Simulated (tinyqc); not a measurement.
From results back to parameters: carrier statistics of a doped semiconductor with parabolic bands. Five cases, with inputs chosen for the exercise.

Problem. With Boltzmann statistics and no minority carriers, n (n + NA)/(ND - NA - n) = K(T) = (N(T)/2) exp(-E/kB T), E the ionisation energy of the majority dopant and N = 2 (m kB T/(4 pi c))^(3/2) with c = hbar^2/2m0, in 1/angstrom^3; times 1e24 for 1/cm^3, m = m_d. E = ED is known; the two densities were computed from hidden ND and NA.

Constants: hbar^2/2m0 = 3.80998211 eV angstrom^2; kB = 8.617333262e-05 eV/K.

Find: K(Ta), K(Tb); ND; NA.

Method. Each temperature gives one linear equation, K ND - (K + n) NA = n^2 + K n; solve the pair.

Case 1.

Values chosen (near those of Ge; the results hold for these values, not for the real material): ED = 0.0122 eV (donor level below Ec); m_d = 0.562 m0 (density-of-states mass of the majority band); Ta = 14 K; Tb = 29 K.

n(Ta) = 1.852587e+12 1/cm^3
n(Tb) = 8.977753e+14 1/cm^3

Solution.

K(Ta), K(Tb) (1/cm^3): 2.162e+12  1.205e+15

ND = 2.60e+16 1/cm^3
NA = 1.40e+16 1/cm^3

Case 2.

Values chosen (near those of Ge; the results hold for these values, not for the real material): ED = 0.0124 eV (donor level below Ec); m_d = 0.581 m0 (density-of-states mass of the majority band); Ta = 20 K; Tb = 33 K.

n(Ta) = 4.725407e+13 1/cm^3
n(Tb) = 5.681360e+14 1/cm^3

Solution.

K(Ta), K(Tb) (1/cm^3): 7.178e+13  2.589e+15

ND = 2.40e+15 1/cm^3
NA = 1.40e+15 1/cm^3

Case 3.

Values chosen (near those of Si; the results hold for these values, not for the real material): ED = 0.0451 eV (donor level below Ec); m_d = 1.062 m0 (density-of-states mass of the majority band); Ta = 55 K; Tb = 95 K.

n(Ta) = 3.919265e+13 1/cm^3
n(Tb) = 5.879799e+14 1/cm^3

Solution.

K(Ta), K(Tb) (1/cm^3): 7.943e+13  9.910e+15

ND = 2.00e+15 1/cm^3
NA = 1.30e+15 1/cm^3

Case 4.

Values chosen (near those of InP; the results hold for these values, not for the real material): ED = 0.00595 eV (donor level below Ec); m_d = 0.082 m0 (density-of-states mass of the majority band); Ta = 10 K; Tb = 22 K.

n(Ta) = 4.463756e+12 1/cm^3
n(Tb) = 6.539976e+13 1/cm^3

Solution.

K(Ta), K(Tb) (1/cm^3): 1.799e+12  2.536e+14

ND = 1.20e+14 1/cm^3
NA = 3.00e+13 1/cm^3

Case 5.

Values chosen (near those of InAs; the results hold for these values, not for the real material): ED = 0.002 eV (donor level below Ec); m_d = 0.026 m0 (density-of-states mass of the majority band); Ta = 10 K; Tb = 16 K.

n(Ta) = 1.249530e+13 1/cm^3
n(Tb) = 1.608100e+13 1/cm^3

Solution.

K(Ta), K(Tb) (1/cm^3): 3.143e+13  1.519e+14

ND = 1.90e+13 1/cm^3
NA = 1.10e+12 1/cm^3

Computed by tinyqc, one run a case: `OMP_NUM_THREADS=1 python tinyqc.py N N+1 out.jsonl` with N = 1650274, 1650277, 1650302, 1650361, 1650645; one thread of a shared Intel(R) Xeon(R) Processor @ 2.30GHz, about 0.01 s a run at most.
